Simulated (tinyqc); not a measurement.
Deep trap from a strong local potential in a two-band host (Koster-Slater model with semi-elliptic bands). Inputs raised by 5 %, one at a time. Computed by tinyqc, a small Python program. Command: `OMP_NUM_THREADS=1 python tinyqc.py 3022539 3022540 out.jsonl deeptrap sens`. One thread of a shared host (Intel(R) Xeon(R) Processor @ 2.30GHz), about 0.04 s of CPU time with the checks.

The valence band spans -2 W_v to 0 and the conduction band E_g to E_g + 2 W_c. The orbital at the impurity site has weight f_v in the valence band and 1 - f_v in the conduction band, each spread as a semi-ellipse (2/(pi W^2)) sqrt(W^2 - x^2) about the band centre. The impurity adds U to this orbital. Spin is left out.

Inputs (values chosen for the exercise, with a gap close to that of GaAs):
```
quantity                                value  unit
gap E_g                                  1.41    eV
half-width of the valence band W_v        3.4    eV
half-width of the conduction band W_c     2.4    eV
valence weight f_v of the site orbital    0.4     -
impurity potential U                    -38.6    eV
```

Impurity: attractive, donor-like.

Method:
- In the gap G(E) = f_v (2/W_v^2)[x - sqrt(x^2 - W_v^2)] - (1 - f_v)(2/W_c^2)[y - sqrt(y^2 - W_c^2)], x = E + W_v, y = E_g + W_c - E.
- G falls across the gap from G(0) to G(E_g). A repulsive U binds if U > 1/G(0), an attractive one if U < 1/G(E_g); the vacancy level (U infinite) solves G(E) = 0 (bisection).
- The trap level solves G(E) = 1/U (bisection). With D = -dG/dE = D_v + D_c, D_v = f_v (2/W_v^2)[x/sqrt(x^2 - W_v^2) - 1] and D_c = (1 - f_v)(2/W_c^2)[y/sqrt(y^2 - W_c^2) - 1], the weight on the impurity orbital is 1/(U^2 D) and the conduction-band character is D_c/D.

Runs:
```
input moved                                  from      to  trap level E_t (eV)  weight on the impurity orbital  vacancy level (eV)  conduction-band character
base run                                        -       -              0.21379                       0.0032511             0.10429                    0.34592
gap E_g (eV)                                 1.41  1.4805              0.23847                       0.0034633             0.12090                    0.35422
half-width of the valence band W_v (eV)       3.4    3.57              0.18174                       0.0031833             0.07732                    0.32943
half-width of the conduction band W_c (eV)    2.4    2.52              0.23964                       0.0034521             0.12215                    0.35848
valence weight f_v of the site orbital        0.4    0.42              0.28747                       0.0035549             0.16318                    0.39058
impurity potential U (eV)                   -38.6  -40.53              0.20785                       0.0029167             0.10429                    0.34037
```

Exponents ln(y'/y) / ln(x'/x):
```
input                                   trap level E_t  weight on the impurity orbital  vacancy level  conduction-band character
gap E_g                                          2.240                           1.296          3.030                      0.486
half-width of the valence band W_v              -3.329                          -0.432         -6.132                     -1.001
half-width of the conduction band W_c            2.339                           1.230          3.241                      0.731
valence weight f_v of the site orbital           6.069                           1.831          9.176                      2.489
impurity potential U                            -0.578                          -2.225          0.000                     -0.331
```

Which inputs matter most for each result?

Among the inputs moved here: trap level E_t answers most in size to valence weight f_v of the site orbital (exponent +6.069), next to half-width of the valence band W_v (-3.329). Weight on the impurity orbital answers most in size to impurity potential U (exponent -2.225), next to valence weight f_v of the site orbital (+1.831). Vacancy level answers most in size to valence weight f_v of the site orbital (exponent +9.176), next to half-width of the valence band W_v (-6.132); its exponent is below 0.0005 for impurity potential U. conduction-band character answers most in size to valence weight f_v of the site orbital (exponent +2.489), next to half-width of the valence band W_v (-1.001).
